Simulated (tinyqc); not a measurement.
# A square-lattice strip 2 sites wide, recursive Green functions: transmission against energy

The device has N = 4 slices of 2 site(s), nearest-neighbour hopping -t, and site energies U; the leads are semi-infinite continuations with site energy 0. V = <i+1|H|i> = -t 1.

Transverse modes n = 1..2: chi_n(j) = sqrt(2/3) sin(pi n j/3), energy e_n = -2 t cos(pi n/3). Sigma = t^2 sum_n chi_n chi_n^T g(E - e_n), g(x) = (x - i sqrt(4 t^2 - x^2))/(2 t^2) for |x| < 2 t and (x - sign(x) sqrt(x^2 - 4 t^2))/(2 t^2) otherwise; Gamma = i (Sigma - Sigma^dagger); both leads give the same. Forward pass: g_1 = (E - H_1 - Sigma)^(-1), g_i = (E - H_i - V g_(i-1) V^dagger)^(-1), with Sigma also subtracted on the last slice; G_(i,1) = g_i V G_(i-1,1), starting from g_1. H_i is the block of slice i: its site energies on the diagonal and -t between neighbouring rows. T(E) = Tr[Gamma G_(N,1) Gamma G_(N,1)^dagger].

Values chosen for this exercise:
- t = 1 eV (hopping (matrix element -t))
- U = [0.18, 0.28, 0.19, 0.41, 0.22, -0.05, -0.39, -0.11] eV (site energies, slice by slice (2 a slice))

Results:
```
E (eV)  open modes    T(E)  T(E) per open mode
-2.9             1  0.5329              0.5329
-2.42            1  0.7981              0.7981
-1.45            1  0.9948              0.9948
-0.97            2   1.417              0.7085
-0.48            2   1.686              0.8432
0                2   1.865              0.9327
0.48             2   1.823              0.9115
0.97             2   1.243              0.6216
1.45             1  0.9853              0.9853
1.93             1  0.9886              0.9886
2.42             1  0.9013              0.9013
2.9              1  0.5099              0.5099
```

Estimate the missing row, E = -1.93 eV.

Computed row:
```
E (eV)  open modes    T(E)  T(E) per open mode
-1.93            1  0.9657              0.9657
```

With this row back in the table: T(E) lies between 0.510 (E = 2.9 eV) and 1.87 (E = 0 eV) in these rows. The leads offer 1 to 2 open mode(s), of which the mean share 0.82 is transmitted.

tinyqc, about 0.02 s, one thread, Intel Xeon 2.30GHz (shared host): `OMP_NUM_THREADS=1 python tinyqc.py 2660119 2660120 out.jsonl`
